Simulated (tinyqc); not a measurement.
Carrier lifetime from Shockley-Read-Hall, radiative, Auger and surface recombination: one step, computed by the program tinyqc.

Energies are counted from the top of the valence band. Boltzmann statistics, full ionisation, and equal excess densities of electrons and holes.

Problem. Steady state under generation. With n = n_0 + dn, p = p_0 + dn and U/dn = 1/tau: (n p - n_i^2)/dn = n_0 + p_0 + dn = s; 1/tau_SRH = s/[tau_p0 (n + n1) + tau_n0 (p + p1)]; 1/tau_rad = B s; 1/tau_Aug = (C_n n + C_p p) s; the rates add, with 1/tau_s. dn solves dn/tau_eff(dn) = G (60 bisections in ln dn between 1e-2 and 1e22 cm^-3); the splitting of the quasi-Fermi levels is k_B T ln(n p/n_i^2).

Inputs (values chosen for the exercise, for a model semiconductor): temperature T = 400 K; radiative coefficient B = 2.2e-14 cm^3/s; Auger coefficient C_n = 2.9e-30 cm^6/s; Auger coefficient C_p = 7.1e-32 cm^6/s; generation rate G = 1.6e+19 cm^-3 s^-1.

Doping: n-type. Surface term: two equal surfaces.

n_0 = 4.60e+15 cm^-3

p_0 = 2.364215e-06 cm^-3

tau_p0 = 1.827834e-07 s

n1 = 97.82589 cm^-3

tau_n0 = 8.330814e-08 s

p1 = 1.111709e+08 cm^-3

tau_s = 4.617738e-04 s

n_i = 104285.1 cm^-3

Constants: k_B = 8.617333262e-05 eV/K.

Give: steady excess density; lifetime in the steady state; quasi-Fermi splitting under G.

Solution.

steady excess density = 2.9241e+12 cm^-3

lifetime in the steady state = 1.8276e-07 s

quasi-Fermi splitting under G = 1.4360 eV
